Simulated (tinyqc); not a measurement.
Worked calculation: tight binding, honeycomb lattice. One step of it, computed by the program tinyqc.

Problem. Levels at k. Diagonalise the Hermitian matrix.

H(k) at k (eV):
```
,A,B
A,0.000000,-3.496941+1.350149i
B,-3.496941-1.350149i,0.000000
```

Give: eigenvalues; weights |c|^2 of the basis functions.

Solution.

eigenvalues (eV): -3.7485  3.7485

weights |c|^2 of the basis functions:
```
,band 1,band 2
A,0.5000,0.5000
B,0.5000,0.5000
```
